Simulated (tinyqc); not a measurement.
Inside a calculation. Model: oxide trap near a transistor channel: two-state multiphonon kinetics, telegraph noise and bias instability. Computed by tinyqc, a small Python program that keeps every step. Command: `OMP_NUM_THREADS=1 python tinyqc.py 3031702 3031703 out.jsonl oxidetrap walk`. One thread of a shared host (Intel(R) Xeon(R) Processor @ 2.30GHz), about 0.01 s of CPU time with the checks. Intermediate numbers are printed to about 5 digits and carried at full precision; extremes and crossings named in words are read from the listed rows.

An n-channel device under positive gate bias. The trap is empty (state 1) or holds an electron (state 2); both states are parabolas of equal curvature, and the electron reservoir is taken at the Fermi level of the channel.

Inputs (values chosen for the exercise, with an insulator like Al2O3 on silicon):
```
quantity                                value   unit
insulator constant eps_ox                8.71      -
insulator thickness t_ox                  4.3     nm
trap depth x from the interface           1.8     nm
tunnel barrier phi_b                     2.25     eV
tunnelling mass m_ox                     0.34    m_0
trap level above E_F at zero field E_t   0.21     eV
relaxation energy E_R                     1.7     eV
oxide field F                               1  MV/cm
attempt rate k_0 at the interface       2e+11    1/s
temperature T                             350      K
channel width W                           130     nm
channel length L                           17     nm
frequency f                                10     Hz
stress time t_s                             2      s
```

Parts treated: one trap.

Constants: hbar^2/(2 m_0) = 3.80998212 eV angstrom^2; k_B = 8.617333262e-05 eV/K; e = 1.602176634e-19 C; eps_0 = 8.8541878128e-12 F/m.

## Tunnelling factor

kappa = sqrt(2 m_ox phi_b)/hbar = sqrt(m_ox phi_b/(hbar^2/2m_0)); attenuation length lambda = 1/(2 kappa); factor exp(-x/lambda) for a rectangular barrier.

kappa = 4.4809 1/nm

attenuation length lambda = 0.11158 nm

tunnelling factor = 9.8680e-08

## Barriers and time constants

E_21 = E_t - e F x is the energy of state 2 over state 1; barriers E_c = (E_R + E_21)^2/(4 E_R), E_e = E_c - E_21; tau_c = exp(E_c/k_B T)/(k_0 P), tau_e = exp(E_e/k_B T)/(k_0 P), P the tunnelling factor; occupation f_2 = tau_e/(tau_c + tau_e); 1/tau_0 = 1/tau_c + 1/tau_e.

E_21 = 0.03 eV

capture barrier E_c = 0.44013 eV

emission barrier E_e = 0.41013 eV

capture time tau_c = 110.25 s

emission time tau_e = 40.775 s

occupation f_2 = 0.26999

tau_0 = 29.766 s

The two times are within a factor 30 of each other, so the trap switches between both states and shows as telegraph noise.

## Step height and noise

Charge-sheet step dV = e (t_ox - x)/(eps_ox eps_0 W L); Lorentzian spectrum S(f) = 4 dV^2 tau_0^2/((tau_c + tau_e)(1 + (2 pi f tau_0)^2)); corner 1/(2 pi tau_0); variance dV^2 f_2 (1 - f_2) = dV^2 tau_0/(tau_c + tau_e).

threshold step dV = 2.3501 mV

corner frequency = 0.0053469 Hz

S(f) = 3.7055e-11 V^2/Hz

root-mean-square noise = 1.0433 mV

f lies above the corner, on the 1/f^2 tail. Random dopants and current percolation, left out here, spread real steps around this value.

## Stress and recovery of one trap

From the zero-field occupation f(0), f(t) = f_2 + (f(0) - f_2) exp(-t/tau_0) under the field; after t_s the field is removed and f relaxes with the zero-field constants.

occupation at zero field = 9.4563e-04

tau_0 at zero field = 2.5440 s

occupation after stress = 0.018429

half-time of recovery = 1.7634 s

## Bias dependence of the times

The formulas are those given above.

Against field:
```
F (MV/cm)  E_21 (eV)  tau_c (s)  tau_e (s)         f_2
0.0            0.210     2690.2       2.55  9.4563e-04
0.3            0.156      998.1       5.66  5.6395e-03
0.6            0.102      381.0      12.95  3.2866e-02
0.8            0.066      203.6      22.83  1.0081e-01
1.0            0.030      110.2      40.77  2.6999e-01
1.2           -0.006       60.4      73.75  5.4957e-01
1.5           -0.060       25.1     183.69  8.7967e-01
```

ln(tau_c/tau_e) falls by e x/k_B T = 5.968 per MV/cm, which measures the depth x if the change of surface potential with bias is left aside. Over these rows tau_c shortens by 2.03 decades and tau_e lengthens by 1.86; the two share the shift almost equally, as the first and last E_21 average to little against E_R. The times cross at F = E_t/(e x) = 1.17 MV/cm.

Checks made by the program: detailed balance tau_c/tau_e = exp(E_21/k_B T) (relative difference below 1e-10); the integral of S(f) against the variance (relative difference below 1e-10).
